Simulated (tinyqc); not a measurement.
Across the gap: metal-induced gap states at the contact of a metal chain and a two-band chain.

The semiconductor alternates sites A at -Eg/2 and C at +Eg/2 with hopping -t; the gap runs from -Eg/2 to Eg/2. In the gap cosh(q a) = 1 + (Eg^2/4 - E^2)/(2 t^2) and the amplitude changes by -exp(-q a) a period. The metal has site energy 0 and hopping -tm; its end site has g_m = (E - i sqrt(4 tm^2 - E^2))/(2 tm^2). Sites 1, 2, ... count into the semiconductor, with energies e1, e2 alternating. The clean half chain has g1 = 1/(E - e1 - t^2 g2), g2 = 1/(E - e2 - t^2 g1), decaying root. With the contact G11 = 1/(1/g1 - tc^2 g_m), and the density on site j is -Im G_jj/pi = |psi_j/psi_1|^2 (-Im G11/pi), per spin, with psi_2/psi_1 = -t g2, psi_3/psi_2 = -t g1.

Inputs chosen for the exercise (gap and optical dielectric constant near those of GaN; the chain itself is a model; not measured data): Eg = 3.52 eV (gap); t = 1.89 eV (hopping in the semiconductor); tm = 1.67 eV (hopping in the metal); tc = 1.3 eV (hopping across the contact); end = C (site that touches the metal); a = 3.19 angstrom (period (two sites); one chain for each area a^2).

E = f Eg. Share on C: the part of the summed density that lies on C sites, whose orbitals make the conduction edge.

Gap states:

| f | E (eV) | xi = 1/(2q) (angstrom) | D1 (1/eV) | D2 (1/eV) | sum (1/eV) | share on C |
|---|---|---|---|---|---|---|
| -0.48 | -1.690 | 6.13 | 0.0013 | 0.0494 | 0.1250 | 0.026 |
| -0.40 | -1.408 | 2.89 | 0.0058 | 0.0300 | 0.0536 | 0.162 |
| -0.30 | -1.056 | 2.19 | 0.0113 | 0.0217 | 0.0430 | 0.341 |
| -0.15 | -0.528 | 1.85 | 0.0206 | 0.0161 | 0.0447 | 0.560 |
| 0.00 | 0.000 | 1.77 | 0.0328 | 0.0133 | 0.0553 | 0.711 |
| 0.15 | 0.528 | 1.85 | 0.0508 | 0.0116 | 0.0759 | 0.815 |
| 0.30 | 1.056 | 2.19 | 0.0816 | 0.0098 | 0.1192 | 0.892 |
| 0.40 | 1.408 | 2.89 | 0.1206 | 0.0077 | 0.1921 | 0.940 |
| 0.48 | 1.690 | 6.13 | 0.1938 | 0.0031 | 0.4856 | 0.985 |

The decay length xi of the density is shortest at mid-gap, 1.77 angstrom, and grows to 6.1 near the edges. The summed density is least at f = -0.3 (0.0430) and largest at f = 0.48 (0.4856 1/eV). The share on C goes from 0.03 to 0.98 and passes one half near f = -0.191, a point that depends on which site ends the chain. The states turn from valence-like to conduction-like across the gap; the branch point, where the decay is fastest, lies at mid-gap in this symmetric chain and is the usual estimate of the neutrality level.

tinyqc: `OMP_NUM_THREADS=1 python tinyqc.py 1482786 1482787 out.jsonl`; about 0.01 s, one thread, shared Intel(R) Xeon(R) Processor @ 2.30GHz.
